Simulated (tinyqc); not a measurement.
# Worked calculation: minority carriers and saturation current of a heavily doped emitter

Numbers from tinyqc (`OMP_NUM_THREADS=1 python tinyqc.py 2330069 2330070 out.jsonl`; about 0.01 s on one thread of a shared Intel Xeon 2.30GHz). Printed values are rounded.

n-type, parabolic bands, full ionisation. eta = (EF - Ec)/kB T solves N = Nc F12(eta), F12(x) = (2/sqrt(pi)) int_0^infinity sqrt(u)/(1 + exp(u - x)) du. The gap shrinks rigidly by dEg = E1 [ln(N/N0) + sqrt(ln^2(N/N0) + 0.5)], an empirical law that is here taken as the true narrowing.

Values chosen for this exercise; band and dielectric values close to those of silicon: temperature T = 350 K; band gap Eg = 1.13 eV; conduction-band density of states at 350 K Nc = 3.58e19 cm^-3; valence-band density of states at 350 K Nv = 3.33e19 cm^-3; ionised donor density N = 5.7e19 cm^-3; energy of the narrowing law E1 = 6.8 meV; density of the narrowing law N0 = 8.6e16 cm^-3; minority-hole mobility mup = 110 cm^2/(V s); Auger coefficient Cn = 1.8e-31 cm^6/s; defect lifetime ts = 0.54 us; emitter width W = 62 nm; recombination velocity at the contact S = 1600 cm/s.

Constants: q = 1.602176634e-19 C, kB = 1.380649e-23 J/K, Vt = kB T/q. Results are converted to the units shown.

Range of the model: Band tails, non-parabolic bands and incomplete ionisation are left out.

## Iteration 1: Fermi level

eta at the start (Boltzmann value) = 0.4651

Newton step on ln F12(eta) = ln(N/Nc): eta(new) = eta - ln(Nc F12/N) F12/Fm, Fm(x) = dF12/dx = (1/sqrt(pi)) int_0^infinity u^(-1/2)/(1 + exp(u - x)) du.

F12 = 1.08940
Fm = 0.792889
eta after iteration 1 = 0.986486

## Course of the iteration

Stop when eta changes by less than 1e-9.

Course of the iteration:
```
iteration	eta	change
1	0.986486	0.521
2	1.01595	0.0295
3	1.01605	9.49e-5
4	1.01605	9.84e-10
```

Converged in 4 iterations.

## Effective intrinsic density

converged eta = 1.01605

ni = sqrt(Nc Nv) exp(-Eg/(2 Vt)), Eg in volts; degeneracy factor g = F12(eta) exp(-eta); nie^2 = ni^2 exp(dEg/kB T) g, p0 = nie^2/N; apparent narrowing dEg + kB T ln g.

ni = 2.52651e11 cm^-3
dEg = 88.6128 meV
g = 0.576406
apparent narrowing = 71.9959 meV
nie = 8.33431e11 cm^-3
p0 = 12186.1 cm^-3

Narrowing multiplies p0 by 18.9 and degeneracy by 0.576.

## Saturation current

1/tau = Cn N^2 + 1/ts, D = mup Vt, L = sqrt(D tau); J0 = (q p0 D/L)(s + tanh(W/L))/(1 + s tanh(W/L)), s = S L/D; the share recombining inside is 1 - 1/[cosh(W/L)(1 + tanh(W/L)/s)].

tau = 1.70453 ns
L = 752.002 nm
s = 0.0362665
J0 = 10179.2 fA/cm^2
share recombining inside = 69.5060 %

Bulk and contact share the loss.
